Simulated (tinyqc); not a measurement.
Implant damage, amorphisation by cascade overlap, and solid-phase epitaxial regrowth: one step, computed by the program tinyqc.

Range and width of the damage are inputs. Dynamic annealing enters only through the surviving share f.

Task: Overlap model. Gibbons model: a point turns amorphous after n + 1 hits; with y = A_i Q the amorphous share is 1 - exp(-y) sum_(k=0..n) y^k/k!. Doses are set by y.

Inputs (values chosen for the exercise, modelled on fluorine ions in silicon): overlaps needed n = 2; area amorphised by one track A_i = 0.33 nm^2.

Give: the table «Amorphous share» with the columns Q (1/cm^2), direct impact (n = 0), given n, for y = 0.1, 0.3, 0.6, 1.0, 2.0, 3.0, 5.0, 8.0.

Result:

Amorphous share:
```
y    Q (1/cm^2)  direct impact (n = 0)     given n
0.1  3.0303e+13                0.09516  1.5465e-04
0.3  9.0909e+13                0.25918  3.5995e-03
0.6  1.8182e+14                0.45119  2.3115e-02
1.0  3.0303e+14                0.63212  8.0301e-02
2.0  6.0606e+14                0.86466  3.2332e-01
3.0  9.0909e+14                0.95021  5.7681e-01
5.0  1.5152e+15                0.99326  8.7535e-01
8.0  2.4242e+15                0.99966  9.8625e-01
```

At small y the share grows as y^3; between the first rows the exponent is 2.86.
